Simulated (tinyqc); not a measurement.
MOS capacitor on a p-type substrate, surface potential from the exact charge relation: Capacitance-voltage curves.

Uniform p-type substrate, Boltzmann statistics, full ionisation, classical densities. psi is the surface potential against the body (positive when the bands bend down) and u = psi/Vt. Traps are spread evenly over the gap and neutral at flat band, so their charge is -q Dit psi; the minority quasi-Fermi level is shifted by Vb.

ni = sqrt(Nc Nv) exp(-Eg/(2 Vt)), Eg in volts; phiF = Vt ln(N/ni); Cox = eps0 eox/tox; Vfb = phiM - chi - (Eg - Vt ln(Nv/N)) - q Nf/Cox; Q0 = sqrt(2 eps0 eps_r q N Vt); r = (ni/N)^2 exp(-Vb/Vt); VT = Vfb + [(2 phiF + Vb)(1 + q Dit/Cox) + sqrt(2 eps0 eps_r q N (2 phiF + Vb))/Cox]. u = psi/Vt; F^2 = exp(-u) + u - 1 + r (exp(u) - u - 1); Qs = -sign(u) Q0 F; Cs = -dQs/dpsi = (Q0/Vt) |1 - exp(-u) + r (exp(u) - 1)|/(2 F). psi solves Vg = Vfb + psi + (q Dit psi - Qs)/Cox. Low frequency: 1/C_LF = 1/Cox + 1/(Cs + q Dit). High frequency, in the simple estimate in which traps and minority carriers do not follow: 1/C_HF = 1/Cox + 1/Cd, Cd being Cs with r = 0 at the same psi. Deep depletion: r = 0 and Dit = 0 both in the equation for psi and in Cs. Minority sheet density N_inv = (Q0/(2 q)) int_0^u r (exp(t) - 1)/F(t) dt for u > 0. N_inv under 1 cm^-2 is printed as 0. Regimes: accumulation when majority carriers gather, then depletion up to |psi| = phiF + Vb, weak inversion up to 2 phiF + Vb, strong inversion beyond.

Parameters, values chosen for the exercise; band and dielectric values close to those of In0.53Ga0.47As: temperature T = 300 K; band gap Eg = 0.749 eV; relative permittivity eps_r = 13.7; conduction-band density of states at T Nc = 2.14e17 cm^-3; valence-band density of states at T Nv = 7.84e18 cm^-3; electron affinity chi = 4.5 eV; acceptor density of the substrate N = 2.5e16 cm^-3; relative permittivity of the gate insulator (close to aluminium oxide) eox = 8.88; insulator thickness tox = 11 nm; gate work function phiM = 4.51 eV; fixed charge at the interface, in units of q Nf = -1.1e11 cm^-2; density of interface traps Dit = 0 cm^-2 eV^-1; reverse bias of the inversion layer against the body Vb = 1.6 V.

Constants: q = 1.602176634e-19 C, kB = 1.380649e-23 J/K, Vt = kB T/q, eps0 = 8.8541878128e-14 F/cm where lengths are in cm. Results are converted to the units shown.

Result of one run:

| Vg (V) | psi (V) | C_LF/Cox | C_HF/Cox | C_deep/Cox | N_inv (cm^-2) | regime |
|---|---|---|---|---|---|---|
| 0.08 | 0.54625 | 0.087249 | 0.087249 | 0.087249 | 0 | depletion |

What becomes of these results when the gate voltage against the body Vg is changed from 0.08 to 2.09 V, all else the same?

Result of the changed run:

| Vg (V) | psi (V) | C_LF/Cox | C_HF/Cox | C_deep/Cox | N_inv (cm^-2) | regime |
|---|---|---|---|---|---|---|
| 2.09 | 2.2815 | 0.83458 | 0.043898 | 0.042483 | 7.4900e11 | strong inversion |

The whole series:

| Vg (V) | psi (V) | C_LF/Cox | C_HF/Cox | C_deep/Cox | N_inv (cm^-2) | regime |
|---|---|---|---|---|---|---|
| -1.43 | -0.17770 | 0.93043 | 0.93043 | 0.93043 | 0 | accumulation |
| -0.93 | -0.12437 | 0.82848 | 0.82848 | 0.82848 | 0 | accumulation |
| -0.43 | 0.098440 | 0.19954 | 0.19954 | 0.19954 | 0 | depletion |
| 0.08 | 0.54625 | 0.087249 | 0.087249 | 0.087249 | 0 | depletion |
| 0.58 | 1.0090 | 0.065023 | 0.065023 | 0.065023 | 0 | depletion |
| 1.08 | 1.4795 | 0.054100 | 0.054100 | 0.054100 | 0 | depletion |
| 1.59 | 1.9638 | 0.047237 | 0.047197 | 0.047197 | 5.2098e6 | weak inversion |
| 2.09 | 2.2815 | 0.83458 | 0.043898 | 0.042483 | 7.4900e11 | strong inversion |
| 2.59 | 2.3302 | 0.93731 | 0.043452 | 0.038948 | 2.7587e12 | strong inversion |
| 3.1 | 2.3551 | 0.96109 | 0.043229 | 0.036120 | 4.9217e12 | strong inversion |

C_LF/Cox is lowest, 0.0472, at Vg = 1.59 V (weak inversion) among the rows listed and is 0.961 in the last row, where C_HF/Cox is 0.0432 and the deep-depletion value 0.0361. Vfb = -0.566 V, where C_HF/Cox = 0.378 (Cox in series with eps0 eps_r/LD), and VT = 1.78 V. Over the last two rows psi moves by only 0.049 V a volt of gate bias, since the inversion charge screens the body. In strong accumulation and inversion degeneracy and confinement, left out here, lower the capacitance.

Computed by the program tinyqc: `OMP_NUM_THREADS=1 python tinyqc.py 2060008 2060009 out.jsonl`, one thread of a shared Intel Xeon 2.30GHz, about 0.01 s for the whole run.
